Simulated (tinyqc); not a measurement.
Off-state leakage of single and stacked transistors: leakage components against the supply voltage.

n-channel devices of unit width. Subthreshold current I(Vg, Vs, Vd) = I0 (T/300 K)^0.5 exp[(Vg - Vs - VT(T) - gb (Vs - Vb) + dd (Vd - Vs))/(nf Vt)] (1 - exp(-(Vd - Vs)/Vt)), VT(T) = VT - cT (T - 300 K). Gate-edge tunnelling Ig (Vd/1 V) exp(ag (Vd - 1 V)), for a gate at 0 V, and band-to-band leakage Ab u exp(-Bb/u), u = Vd - Vb + 1 V, flow at a drain held at V; both are taken as independent of T. In a stack of off transistors (all gates at 0 V) the same subthreshold current passes through each.

One transistor with Vg = Vs = 0, Vd = V; stack factor I(one)/I(two in series).

Values chosen for this exercise; values of the order met in bulk silicon logic transistors: temperature T = 398 K; threshold at 300 K, zero drain and body bias VT = 0.45 V; fall of the threshold with temperature cT = 0.8 mV/K; current at threshold at 300 K I0 = 0.24 uA/um; slope factor nf = 1.2; drain-induced lowering per volt dd = 0.08; rise of the threshold per volt of source-body bias gb = 0.1; gate-edge tunnelling current at 1 V Ig = 0.0007 uA/um; exponential slope of the gate current ag = 4.4 1/V; prefactor of band-to-band leakage at the drain Ab = 3 uA/(um V); its exponential voltage Bb = 28 V; body voltage Vb = 0 V.

Constants: q = 1.602176634e-19 C, kB = 1.380649e-23 J/K, Vt = kB T/q. Results are converted to the units shown.

Result of one run:
```
subthreshold (nA/um)  gate edge (nA/um)  band-to-band (nA/um)  total (nA/um)  stack factor  largest part
0.1064                          0.07226              1.205e-4         0.1788         3.904  subthreshold
```

Which supply voltage V gave this result: 0.5, 0.6, 0.7, 0.9 or 1.2 V?

V = 0.6 V.

The whole series:
```
V (V)  subthreshold (nA/um)  gate edge (nA/um)  band-to-band (nA/um)  total (nA/um)  stack factor  largest part
0.5                 0.08759            0.03878              3.519e-5         0.1264         3.411  subthreshold
0.6                  0.1064            0.07226              1.205e-4         0.1788         3.904  subthreshold
0.7                  0.1292             0.1309              3.585e-4         0.2605         4.496     gate edge
0.8                  0.1569             0.2323              9.478e-4         0.3902         5.207     gate edge
0.9                  0.1906             0.4057              0.002269         0.5986         6.060     gate edge
1                    0.2315             0.7000              0.004989         0.9365         7.084     gate edge
1.1                  0.2812              1.196               0.01020          1.487         8.314     gate edge
1.2                  0.3415              2.025               0.01960          2.386         9.790     gate edge
1.3                  0.4148              3.407               0.03563          3.857         11.56     gate edge
1.4                  0.5038              5.696               0.06174          6.262         13.69     gate edge
```

As V goes from 0.5 to 1.4, the total leakage rises from 0.126 to 6.26 nA/um. The subthreshold part leads at V = 0.5, the gate edge part from 0.7 on. The reduction by a stack of two rises from 3.41 to 13.7, for the subthreshold part alone.

tinyqc, about 0.03 s, one thread, Intel Xeon 2.30GHz (shared host): `OMP_NUM_THREADS=1 python tinyqc.py 2242046 2242047 out.jsonl`
